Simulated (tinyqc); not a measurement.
# From mean shift, from the weights back to confinement constant beta

Model: Raman line shape of confined optical phonons and breathing modes of small crystals. Computed by tinyqc, a small Python program. Command: `OMP_NUM_THREADS=1 python tinyqc.py 3000232 3000233 out.jsonl confine inv`. One thread of a shared host (Intel(R) Xeon(R) Processor @ 2.30GHz), about 0.02 s of CPU time with the checks.

Confinement in 3 direction(s) lets phonons with q away from zero scatter light. q is in units of 2 pi/a, from 0 to 1, and the branch is isotropic: omega(q)^2 = (omega_0^2 + omega_X^2)/2 + ((omega_0^2 - omega_X^2)/2) cos(pi q). The model and its constant beta are phenomenological; beta = 8 is the common choice.

Inputs (values chosen for the exercise, modelled on silicon):
```
quantity                                value      unit
bulk frequency omega_0                  520.9      1/cm
frequency at the zone boundary omega_X    404      1/cm
natural width Gamma_0                     3.6      1/cm
lattice constant a                      5.431  angstrom
size L                                    5.7        nm
probe offset omega - omega_0               -8      1/cm
```

Shape: sphere.

Method:
- Weight W(q) = q^2 exp(-(2 L q/a)^2/(2 beta)) dq, that is exp(-k^2 L^2/(2 beta pi^2)) for k = 2 pi q/a.
- I(omega) = int W(q) / [(omega - omega(q))^2 + (Gamma_0/2)^2] dq / int W dq x (Gamma_0/2)^2, by 400 Gauss-Legendre points on 0 < q < min(1, 2.5 a sqrt(2 beta)/L).
- Bulk Lorentzian 1/(1 + (2 offset/Gamma)^2); mean shift = weighted mean of omega(q) less the bulk frequency.

Problem. A run gave the result below. Find the confinement constant beta, known to lie between 4.7 and 12.

mean shift, from the weights = -11.7193 1/cm

Solution.

Each step takes the trial c = (a f_b - b f_a)/(f_b - f_a), f being the result less the target and a, b, c the logarithms of the listed values; c replaces end b, the old b replaces a if the sign of f changed, and otherwise f_a is halved.

Scan of the range:
```
confinement constant beta  mean shift, from the weights (1/cm)
4.70                                                   -7.9423
5.49                                                   -9.2277
6.42                                                  -10.7226
7.51                                                  -12.4495
8.78                                                  -14.4274
10.30                                                 -16.7461
12.00                                                 -19.2772
```

False position (Illinois rule, in the logarithm of the input) inside the bracket:
```
step    end a    end b    trial  mean shift, from the weights (1/cm)
1     6.42000  7.51000  7.02816                             -11.6895
2     7.51000  7.02816  7.04647                             -11.7185
3     7.51000  7.04647  7.04750                             -11.7201
4     7.04647  7.04750  7.04700                             -11.7193
5     7.04750  7.04700  7.04700                             -11.7193
```

Mean shift, from the weights falls at every point of a 13-point scan of the range (every second point is shown), so one value fits; it is bracketed by 6.42 and 7.51. Answer: confinement constant beta = 7.047.
